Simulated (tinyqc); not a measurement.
Pariser-Parr-Pople SCF with singles CI, for the molecule C=Cc1ccccc1 (SMILES; centres numbered as the heavy atoms are written), step by step. Computed by tinyqc, a small Python program that keeps every step. Settings: charge = 0, gamma = Ohno, start = huckel, damping = 0.3, iteration cap = 88, excitations kept = 4. Command: `OMP_NUM_THREADS=1 python tinyqc.py 29219 29220 out.jsonl` (the two numbers bound the seeds that draw the settings). One thread of a shared host (Intel(R) Xeon(R) Processor @ 2.60GHz), about 0.01 s of CPU time with the checks. Later iterations appear only in the table of the cycle.

## PPP integrals

Centres (angstrom, eV; a flat drawing with bonds scaled to 1.40 angstrom):
```
centre,x,y,core charge z,W,gamma_rr
1C,-2.879000,0.438000,1,11.160000,11.130000
2C,-1.930000,-0.591000,1,11.160000,11.130000
3C,-0.564000,-0.283000,1,11.160000,11.130000
4C,0.385000,-1.311000,1,11.160000,11.130000
5C,1.751000,-1.003000,1,11.160000,11.130000
6C,2.167000,0.333000,1,11.160000,11.130000
7C,1.218000,1.362000,1,11.160000,11.130000
8C,-0.148000,1.054000,1,11.160000,11.130000
```

Resonance integrals (eV):
```
i,j,beta
1,2,-2.190000
2,3,-2.190000
3,4,-2.190000
4,5,-2.190000
5,6,-2.190000
6,7,-2.190000
7,8,-2.190000
8,3,-2.190000
```

Ohno: gamma = 14.399645/sqrt(R^2 + a^2), a = 2 x 14.399645/(gamma_rr + gamma_ss); H_rr = -W_r - sum_(s != r) z_s gamma_rs; H_rs = beta for bonds.

repulsion gamma_rs (eV):
```
,1C,2C,3C,4C,5C,6C,7C,8C
1C,11.130000,7.554442,5.239560,3.670975,2.869206,2.763701,3.276624,4.668999
2C,7.554442,11.130000,7.553010,5.240060,3.670163,3.276624,3.669614,5.238699
3C,5.239560,7.553010,11.130000,7.556581,5.240060,4.668999,5.238699,7.553212
4C,3.670975,5.240060,7.556581,11.130000,7.553010,5.239840,4.668753,5.240168
5C,2.869206,3.670163,5.240060,7.553010,11.130000,7.555992,5.240168,4.669089
6C,2.763701,3.276624,4.668999,5.239840,7.555992,11.130000,7.554442,5.239560
7C,3.276624,3.669614,5.238699,4.668753,5.240168,7.554442,11.130000,7.553010
8C,4.668999,5.238699,7.553212,5.240168,4.669089,5.239560,7.553010,11.130000
```

core matrix H (eV):
```
,1C,2C,3C,4C,5C,6C,7C,8C
1C,-41.203506,-2.190000,0.000000,0.000000,0.000000,0.000000,0.000000,0.000000
2C,-2.190000,-47.362612,-2.190000,0.000000,0.000000,0.000000,0.000000,0.000000
3C,0.000000,-2.190000,-54.210122,-2.190000,0.000000,0.000000,0.000000,-2.190000
4C,0.000000,0.000000,-2.190000,-50.329386,-2.190000,0.000000,0.000000,0.000000
5C,0.000000,0.000000,0.000000,-2.190000,-47.957686,-2.190000,0.000000,0.000000
6C,0.000000,0.000000,0.000000,0.000000,-2.190000,-47.459157,-2.190000,0.000000
7C,0.000000,0.000000,0.000000,0.000000,0.000000,-2.190000,-48.361310,-2.190000
8C,0.000000,0.000000,-2.190000,0.000000,0.000000,0.000000,-2.190000,-51.322737
```

## Starting guess

pi electrons, sum of z_r less the charge = 8

Orbitals of the Hueckel matrix of the beta values.

P at the start:
```
,1C,2C,3C,4C,5C,6C,7C,8C
1C,1.000000,0.911344,0.000000,-0.252725,0.000000,0.204237,0.000000,-0.252725
2C,0.911344,1.000000,0.405894,0.000000,-0.048488,0.000000,-0.048488,0.000000
3C,0.000000,0.405894,1.000000,0.610131,0.000000,-0.301212,0.000000,0.610131
4C,-0.252725,0.000000,0.610131,1.000000,0.678703,0.000000,-0.321297,0.000000
5C,0.000000,-0.048488,0.000000,0.678703,1.000000,0.658619,0.000000,-0.321297
6C,0.204237,0.000000,-0.301212,0.000000,0.658619,1.000000,0.658619,0.000000
7C,0.000000,-0.048488,0.000000,-0.321297,0.000000,0.658619,1.000000,0.678703
8C,-0.252725,0.000000,0.610131,0.000000,-0.321297,0.000000,0.678703,1.000000
```

## Iteration 1: Fock matrix

F_rr = H_rr + P_rr gamma_rr / 2 + sum_(s != r) P_ss gamma_rs; F_rs = H_rs - P_rs gamma_rs / 2; E = tr P (H + F) / 2 + core repulsion sum_(r<s) z_r z_s gamma_rs.

F (eV):
```
,1C,2C,3C,4C,5C,6C,7C,8C
1C,-5.595000,-5.632347,0.000000,0.463873,0.000000,-0.282225,0.000000,0.589986
2C,-5.632347,-5.595000,-3.722862,0.000000,0.088979,0.000000,0.088965,0.000000
3C,0.000000,-3.722862,-5.595000,-4.495254,0.000000,0.703180,0.000000,-4.494226
4C,0.463873,0.000000,-4.495254,-5.595000,-4.753127,0.000000,0.750027,0.000000
5C,0.000000,0.088979,0.000000,-4.753127,-5.595000,-4.678260,0.000000,0.750081
6C,-0.282225,0.000000,0.703180,0.000000,-4.678260,-5.595000,-4.677750,0.000000
7C,0.000000,0.088965,0.000000,0.750027,0.000000,-4.677750,-5.595000,-4.753127
8C,0.589986,0.000000,-4.494226,0.000000,0.750081,0.000000,-4.753127,-5.595000
```

pi energy = -104.203824 eV

## Iteration 1: orbitals and new P

Diagonalise F (the basis is taken as orthonormal) and form P = 2 sum c c over the lowest orbitals; 0.3 of the old P is kept.

orbital energies (eV): -14.524751  -12.444063  -11.098994  -10.097733  -1.092267  -0.091006  1.254063  3.334751

P after iteration 1:
```
,1C,2C,3C,4C,5C,6C,7C,8C
1C,1.000000,0.925052,0.000000,-0.231447,0.000000,0.180972,0.000000,-0.239539
2C,0.925052,1.000000,0.375016,0.000000,-0.042593,0.000000,-0.035356,0.000000
3C,0.000000,0.375016,1.000000,0.617379,0.000000,-0.309179,0.000000,0.618165
4C,-0.231447,0.000000,0.617379,1.000000,0.678327,0.000000,-0.323925,0.000000
5C,0.000000,-0.042593,0.000000,0.678327,1.000000,0.659150,0.000000,-0.321814
6C,0.180972,0.000000,-0.309179,0.000000,0.659150,1.000000,0.660997,0.000000
7C,0.000000,-0.035356,0.000000,-0.323925,0.000000,0.660997,1.000000,0.675887
8C,-0.239539,0.000000,0.618165,0.000000,-0.321814,0.000000,0.675887,1.000000
```

## Iteration 2: Fock matrix

As before.

F (eV):
```
,1C,2C,3C,4C,5C,6C,7C,8C
1C,-5.595000,-5.684125,0.000000,0.424819,0.000000,-0.250077,0.000000,0.559205
2C,-5.684125,-5.595000,-3.606249,0.000000,0.078162,0.000000,0.064871,0.000000
3C,0.000000,-3.606249,-5.595000,-4.522638,0.000000,0.721778,0.000000,-4.524567
4C,0.424819,0.000000,-4.522638,-5.595000,-4.751706,0.000000,0.756163,0.000000
5C,0.000000,0.078162,0.000000,-4.751706,-5.595000,-4.680266,0.000000,0.751288
6C,-0.250077,0.000000,0.721778,0.000000,-4.680266,-5.595000,-4.686731,0.000000
7C,0.000000,0.064871,0.000000,0.756163,0.000000,-4.686731,-5.595000,-4.742489
8C,0.559205,0.000000,-4.524567,0.000000,0.751288,0.000000,-4.742489,-5.595000
```

pi energy = -104.234004 eV

## Iteration 2: orbitals and new P

As before.

orbital energies (eV): -14.521683  -12.435482  -11.096586  -10.140157  -1.049843  -0.093414  1.245482  3.331683

P after iteration 2:
```
,1C,2C,3C,4C,5C,6C,7C,8C
1C,1.000000,0.933299,0.000000,-0.218118,0.000000,0.167200,0.000000,-0.230270
2C,0.933299,1.000000,0.355251,0.000000,-0.039261,0.000000,-0.028530,0.000000
3C,0.000000,0.355251,1.000000,0.621786,0.000000,-0.313133,0.000000,0.623527
4C,-0.218118,0.000000,0.621786,1.000000,0.677975,0.000000,-0.325584,0.000000
5C,0.000000,-0.039261,0.000000,0.677975,1.000000,0.659400,0.000000,-0.322476
6C,0.167200,0.000000,-0.313133,0.000000,0.659400,1.000000,0.662583,0.000000
7C,0.000000,-0.028530,0.000000,-0.325584,0.000000,0.662583,1.000000,0.673882
8C,-0.230270,0.000000,0.623527,0.000000,-0.322476,0.000000,0.673882,1.000000
```

## Convergence

Stop when output and input P, before any damping, agree to 1e-7.

Course of the cycle:
```
iteration,E (eV),largest |P(out) - P(in)|
1,-104.20382410,4.41e-02
2,-104.23400413,2.82e-02
3,-104.25052446,1.80e-02
4,-104.25842631,1.14e-02
5,-104.26196623,7.26e-03
6,-104.26349448,4.60e-03
7,-104.26413950,2.91e-03
8,-104.26440784,1.84e-03
9,-104.26451845,1.16e-03
10,-104.26456378,7.36e-04
11,-104.26458229,4.65e-04
...,...,...
27,-104.26459509,1.11e-06
28,-104.26459509,8.66e-07
29,-104.26459509,6.74e-07
30,-104.26459509,5.25e-07
31,-104.26459509,4.09e-07
32,-104.26459509,3.19e-07
33,-104.26459509,2.49e-07
34,-104.26459509,1.95e-07
35,-104.26459509,1.52e-07
36,-104.26459509,1.19e-07
37,-104.26459509,9.34e-08
```

Converged in 37 iterations.

## Converged orbitals

Charges are z - P_rr.

orbital energies (eV): -14.515944  -12.417496  -11.090974  -10.209232  -0.980768  -0.099026  1.227496  3.325944

coefficients:
```
,MO1,MO2,MO3,MO4,MO5,MO6,MO7,MO8
1C,0.148392,0.440073,0.011720,0.533084,0.533084,0.011720,-0.440073,0.148392
2C,0.276843,0.537215,-0.002398,0.367086,-0.367086,0.002398,0.537215,-0.276843
3C,0.484916,0.322371,-0.019904,-0.400671,-0.400671,-0.019904,-0.322371,0.484916
4C,0.398276,0.012955,0.491203,-0.316115,0.316115,-0.491203,0.012955,-0.398276
5C,0.349499,-0.310511,0.509486,0.147844,0.147844,0.509486,0.310511,0.349499
6C,0.329774,-0.459562,0.017575,0.423961,-0.423961,-0.017575,-0.459562,-0.329774
7C,0.347401,-0.325570,-0.489787,0.182829,0.182829,-0.489787,0.325570,0.347401
8C,0.394947,-0.005905,-0.508336,-0.292534,0.292534,0.508336,-0.005905,-0.394947
```

pi charges: 1C 0.000000, 2C 0.000000, 3C 0.000000, 4C 0.000000, 5C 0.000000, 6C 0.000000, 7C 0.000000, 8C 0.000000

## Singles CI, singlets

Over the 4 single excitations with the smallest orbital gaps: A = (e_a - e_i) delta + 2 (ia|jb) - (ij|ab), with (pq|rs) = sum c_mp c_mq gamma_mn c_nr c_ns. f = 2/3 w |mu|^2 in atomic units, mu = sqrt2 sum c_ia sum_m c_mi c_ma R_m.

singlet CI matrix (eV):
```
,4>5,3>5,4>6,3>6
4>5,4.705342,-0.130618,-0.130618,-0.608106
3>5,-0.130618,5.576212,0.784433,0.007016
4>6,-0.130618,0.784433,5.576212,0.007016
3>6,-0.608106,0.007016,0.007016,5.917944
```

singlet excitation energies (eV): 4.438424  4.791779  6.143031  6.402476

oscillator strengths: 0.328585  0.000000  0.987614  0.874300

## Singles CI, triplets

Over the 4 single excitations with the smallest orbital gaps: A = (e_a - e_i) delta - (ij|ab), with (pq|rs) = sum c_mp c_mq gamma_mn c_nr c_ns.

triplet CI matrix (eV):
```
,4>5,3>5,4>6,3>6
4>5,3.061974,-0.040366,-0.040366,-0.210293
3>5,-0.040366,4.581485,-0.210293,0.018947
4>6,-0.040366,-0.210293,4.581485,0.018947
3>6,-0.210293,0.018947,0.018947,3.844942
```

triplet excitation energies (eV): 3.007317  3.894526  4.376266  4.791779
